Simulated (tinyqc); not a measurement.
RKS/PBE0 in the 3-21g basis, for H3+, spin multiplicity 1, step by step (part 2 of 2). Computed by tinyqc, a small Python program that keeps every step (integrals from PySCF). Command: `OMP_NUM_THREADS=1 python tinyqc.py 22576 22577 out.jsonl` (the two numbers bound the seeds that draw the settings). One thread of a shared host (Intel(R) Xeon(R) Processor @ 2.60GHz), about 0.4 s of CPU time with the checks.

Geometry (angstrom):
```
atom         x         y          z
H     0.000000  0.000000   0.000000
H     0.000000  0.000000   0.790000
H     0.000000  0.000000  -0.790000
```

## Iteration 20 (converged): orbitals

converged F (hartree), order 1H 1s, 1H 2s, 2H 1s, 2H 2s, 3H 1s, 3H 2s:
$$\begin{pmatrix}
-0.505140 & -0.771311 & -0.543909 & -0.601755 & -0.543910 & -0.601755 \\
-0.771311 & -0.757676 & -0.558585 & -0.624407 & -0.558587 & -0.624409 \\
-0.543909 & -0.558585 & -0.372545 & -0.648577 & -0.109822 & -0.281057 \\
-0.601755 & -0.624407 & -0.648577 & -0.615216 & -0.281058 & -0.416500 \\
-0.543910 & -0.558587 & -0.109822 & -0.281058 & -0.372554 & -0.648581 \\
-0.601755 & -0.624409 & -0.281057 & -0.416500 & -0.648581 & -0.615219
\end{pmatrix}$$

X, order 1H 1s, 1H 2s, 2H 1s, 2H 2s, 3H 1s, 3H 2s:
$$\begin{pmatrix}
1.294757 & -0.615463 & -0.128627 & 0.114118 & -0.128627 & 0.114118 \\
-0.615463 & 3.620064 & -0.025743 & -1.535530 & -0.025743 & -1.535530 \\
-0.128627 & -0.025743 & 1.264306 & -0.457406 & 0.045289 & 0.062027 \\
0.114118 & -1.535530 & -0.457406 & 2.111817 & 0.062027 & 0.435383 \\
-0.128627 & -0.025743 & 0.045289 & 0.062027 & 1.264306 & -0.457406 \\
0.114118 & -1.535530 & 0.062027 & 0.435383 & -0.457406 & 2.111817
\end{pmatrix}$$

Diagonalise F' = X^T F X, C = X C', fill 1 alpha and 1 beta electrons from the bottom; D = 2 C_occ C_occ^T. Each column has its largest component positive (the first on a tie).

F' = X^T F X (hartree):
$$\begin{pmatrix}
0.112433 & -0.586319 & -0.337923 & -0.045661 & -0.337923 & -0.045660 \\
-0.586319 & 0.086103 & -0.126483 & -0.195144 & -0.126484 & -0.195143 \\
-0.337923 & -0.126483 & 0.130794 & -0.512015 & 0.109391 & -0.001188 \\
-0.045661 & -0.195144 & -0.512015 & -0.060372 & -0.001188 & -0.071077 \\
-0.337923 & -0.126484 & 0.109391 & -0.001188 & 0.130785 & -0.512015 \\
-0.045660 & -0.195143 & -0.001188 & -0.071077 & -0.512015 & -0.060376
\end{pmatrix}$$

orbital energies (hartree): MO1 -0.972189, MO2 -0.494805, MO3 -0.071663, MO4 0.422882, MO5 0.526906, MO6 0.928237

coefficients C, order 1H 1s, 1H 2s, 2H 1s, 2H 2s, 3H 1s, 3H 2s:
$$\begin{pmatrix}
0.350936 & -0.000004 & 0.334233 & -0.650357 & 0.000024 & -1.206853 \\
0.380390 & -0.000013 & 2.734761 & 1.921768 & -0.000059 & 2.623715 \\
0.232881 & -0.345237 & -0.050500 & -0.637947 & 0.871055 & 0.699364 \\
0.059749 & -0.584233 & -1.824569 & -0.324001 & -1.094875 & -1.501862 \\
0.232886 & 0.345239 & -0.050495 & -0.637988 & -0.871033 & 0.699352 \\
0.059753 & 0.584245 & -1.824567 & -0.323947 & 1.094905 & -1.501850
\end{pmatrix}$$

D after iteration 20, order 1H 1s, 1H 2s, 2H 1s, 2H 2s, 3H 1s, 3H 2s:
$$\begin{pmatrix}
0.246312 & 0.266985 & 0.163453 & 0.041936 & 0.163456 & 0.041939 \\
0.266985 & 0.289394 & 0.177172 & 0.045456 & 0.177175 & 0.045459 \\
0.163453 & 0.177172 & 0.108468 & 0.027829 & 0.108470 & 0.027831 \\
0.041936 & 0.045456 & 0.027829 & 0.007140 & 0.027830 & 0.007140 \\
0.163456 & 0.177175 & 0.108470 & 0.027830 & 0.108472 & 0.027831 \\
0.041939 & 0.045459 & 0.027831 & 0.007140 & 0.027831 & 0.007141
\end{pmatrix}$$

## Convergence

Stop when the energy changes by less than 1e-09 hartree and every element of the error matrix X^T (F D S - S D F) X is below 9e-06.

Course of the cycle:
```
iteration  E (hartree)     change  largest element of the error matrix
1           1.65705930          -                             5.68e-01
2          -1.11178365  -2.77e+00                             2.15e-01
3          -1.23273955  -1.21e-01                             1.08e-01
4          -1.25419183  -2.15e-02                             6.13e-02
5          -1.26049905  -6.31e-03                             3.46e-02
6          -1.26247204  -1.97e-03                             1.96e-02
7          -1.26309960  -6.28e-04                             1.11e-02
8          -1.26330011  -2.01e-04                             6.28e-03
9          -1.26336427  -6.42e-05                             3.55e-03
10         -1.26338481  -2.05e-05                             2.01e-03
11         -1.26339139  -6.58e-06                             1.14e-03
12         -1.26339349  -2.11e-06                             6.43e-04
13         -1.26339417  -6.74e-07                             3.64e-04
14         -1.26339438  -2.16e-07                             2.06e-04
15         -1.26339445  -6.91e-08                             1.17e-04
16         -1.26339447  -2.21e-08                             6.60e-05
17         -1.26339448  -7.09e-09                             3.73e-05
18         -1.26339448  -2.27e-09                             2.11e-05
19         -1.26339448  -7.27e-10                             1.20e-05
20         -1.26339448  -2.33e-10                             6.76e-06
```

PySCF RKS in the same basis, fine grid = -1.26333075 hartree

Converged in 20 iterations. The coarse grid moves the energy by -6.37e-05 hartree.

## Populations, bond orders and dipole

overlap S, order 1H 1s, 1H 2s, 2H 1s, 2H 2s, 3H 1s, 3H 2s:
$$\begin{pmatrix}
1.000000 & 0.645899 & 0.358456 & 0.461072 & 0.358456 & 0.461072 \\
0.645899 & 1.000000 & 0.461072 & 0.815348 & 0.461072 & 0.815348 \\
0.358456 & 0.461072 & 1.000000 & 0.645899 & 0.021006 & 0.167884 \\
0.461072 & 0.815348 & 0.645899 & 1.000000 & 0.167884 & 0.441949 \\
0.358456 & 0.461072 & 0.021006 & 0.167884 & 1.000000 & 0.645899 \\
0.461072 & 0.815348 & 0.167884 & 0.441949 & 0.645899 & 1.000000
\end{pmatrix}$$

Mulliken: Z minus the diagonal of D S on the atom; Loewdin: the same with S^(1/2) D S^(1/2); Mayer order: 2 sum_s sum (D(s) S)_ij (D(s) S)_ji over the two atoms.

Charges (e):
```
atom   Mulliken    Loewdin
1H    -0.273959  -0.022996
2H     0.636986   0.511504
3H     0.636972   0.511492
```

Mayer bond orders:
```
pair     order
2-1   0.462464
3-1   0.462482
3-2   0.131784
```

dipole moment about the origin, x y z (debye): [0.000000, 0.000000, 0.000054]
